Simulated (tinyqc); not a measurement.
Inside a calculation. Method: Pariser-Parr-Pople SCF with singles CI, for the molecule C=Cc1ccoc1 (SMILES; centres numbered as the heavy atoms are written). One step of it, computed by the program tinyqc.

Question. PPP integrals. Mataga-Nishimoto: gamma = 14.399645/(R + a), a = 2 x 14.399645/(gamma_rr + gamma_ss); H_rr = -W_r - sum_(s != r) z_s gamma_rs; H_rs = beta for bonds.

Centres (angstrom, eV; a flat drawing with bonds scaled to 1.40 angstrom):
```
centre,x,y,core charge z,W,gamma_rr
1C,-2.628000,0.423000,1,11.300000,10.790000
2C,-1.659000,-0.587000,1,11.300000,10.790000
3C,-0.299000,-0.252000,1,11.300000,10.790000
4C,0.771000,-1.155000,1,11.300000,10.790000
5C,1.960000,-0.417000,1,11.300000,10.790000
6O,1.626000,0.943000,2,36.730000,23.830000
7C,0.229000,1.044000,1,11.300000,10.790000
```

Resonance integrals (eV):
```
i,j,beta
1,2,-2.510000
2,3,-2.510000
3,4,-2.510000
4,5,-2.510000
5,6,-2.330000
6,7,-2.330000
7,3,-2.510000
```

Give: repulsion gamma_rs; core matrix H.

Answer.

repulsion gamma_rs (eV), lower triangle:
```
,1C,2C,3C,4C,5C,6O,7C
1C,10.790
2C,5.266,10.790
3C,3.830,5.265,10.790
4C,2.833,3.760,5.266,10.790
5C,2.400,2.905,4.000,5.267,10.790
6O,2.814,3.232,4.649,4.649,6.451,23.830
7C,3.382,3.760,5.267,4.001,4.000,6.450,10.790
```

core matrix H (eV), lower triangle:
```
,1C,2C,3C,4C,5C,6O,7C
1C,-34.640
2C,-2.510,-38.719
3C,0.000,-2.510,-44.225
4C,0.000,0.000,-2.510,-41.724
5C,0.000,0.000,0.000,-2.510,-42.774
6O,0.000,0.000,0.000,0.000,-2.330,-64.974
7C,0.000,0.000,-2.510,0.000,0.000,-2.330,-44.610
```
